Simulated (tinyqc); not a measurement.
Undoped symmetric double-gate MOSFET, analytic potential model: effect of the temperature.

An undoped body of thickness ts between two equal insulators and tied gates; long channel, electrons only, n = ni exp((psi - V)/Vt) with V the quasi-Fermi potential (0 at the source, Vd at the drain), constant mobility, no quantisation. Across the body psi(x) = V - 2 Vt ln[(ts/(2 beta)) sqrt(q ni/(2 eps0 eps_r Vt)) cos(2 beta x/ts)], x from the centre. Q is the electron charge per area of the whole body.

Nc and Nv are given at 250 K and scale as (T/250 K)^1.5; Eg and mu are held fixed. ni = sqrt(Nc Nv) exp(-Eg/(2 Vt)), Eg in volts; r = eps_r tox/(eox ts); V0 = dphi + 2 Vt ln[(2/ts) sqrt(2 eps0 eps_r Vt/(q ni))]. beta (between 0 and pi/2) solves (Vg - V0 - V)/(2 Vt) = ln(beta) - ln(cos beta) + 2 r beta tan(beta). Q = 8 eps0 eps_r Vt beta tan(beta)/ts; I = mu (1/L)(4 eps0 eps_r/ts)(2 Vt)^2 [g(beta_s) - g(beta_d)] per width, g = beta tan(beta) - beta^2/2 + r beta^2 tan^2(beta), with beta_s at V = 0 and beta_d at V = Vd.  I(low) is taken at Vg = 0.26 V, Qs and I(high) at Vg = 1.01 V.

Values chosen for this exercise; material values close to those of In0.53Ga0.47As:

| symbol | value | unit | meaning |
|---|---|---|---|
| Eg | 0.751 | eV | band gap |
| eps_r | 13.6 |  | relative permittivity of the semiconductor |
| Nc | 1.59e17 | cm^-3 | conduction-band density of states at the reference temperature |
| Nv | 5.83e18 | cm^-3 | valence-band density of states at the reference temperature |
| eox | 23 |  | relative permittivity of the gate insulator |
| tox | 8.1 | nm | insulator thickness |
| ts | 12 | nm | body thickness |
| dphi | 0.14 | V | gate work function less that of the intrinsic body |
| mu | 100 | cm^2/(V s) | channel mobility |
| L | 0.2 | um | gate length |
| Vd | 0.1 | V | drain voltage |

Constants: q = 1.602176634e-19 C, kB = 1.380649e-23 J/K, Vt = kB T/q, eps0 = 8.8541878128e-14 F/cm where lengths are in cm. Results are converted to the units shown.

Result of one run:
```
T (K)   V0 (V)  I(low) (nA/um)  Qs(high) (nC/cm^2)  I(high) (uA/um)
250    0.51404        0.013959              1965.5           87.030
```

What becomes of these results when the temperature T is changed from 250 to 400 K, all else the same?

Result of the changed run:
```
T (K)   V0 (V)  I(low) (nA/um)  Qs(high) (nC/cm^2)  I(high) (uA/um)
400    0.50506          3.6802              1869.7           82.951
```

The whole series:
```
T (K)   V0 (V)  I(low) (nA/um)  Qs(high) (nC/cm^2)  I(high) (uA/um)
220    0.51542       0.0020215              1995.1           88.352
250    0.51404        0.013959              1965.5           87.030
280    0.51249        0.065615              1940.1           85.908
310    0.51081         0.23392              1918.1           84.959
340    0.50900         0.67867              1899.3           84.162
370    0.50708          1.6814              1883.3           83.497
400    0.50506          3.6802              1869.7           82.951
430    0.50293          7.2940              1858.4           82.509
```

As T goes from 220 to 430 K, I(low) rises from 0.00202 to 7.29 nA/um and I(high) falls from 88.4 to 82.5 uA/um. V0 falls from 0.515 to 0.503 V. In every row the surface density at the source at the higher gate voltage passes 0.3 Nc, where Boltzmann statistics fail. In every row the mobility is held fixed, though a real one changes with T.

tinyqc, about 0.01 s, one thread, Intel Xeon 2.30GHz (shared host): `OMP_NUM_THREADS=1 python tinyqc.py 2440038 2440039 out.jsonl`
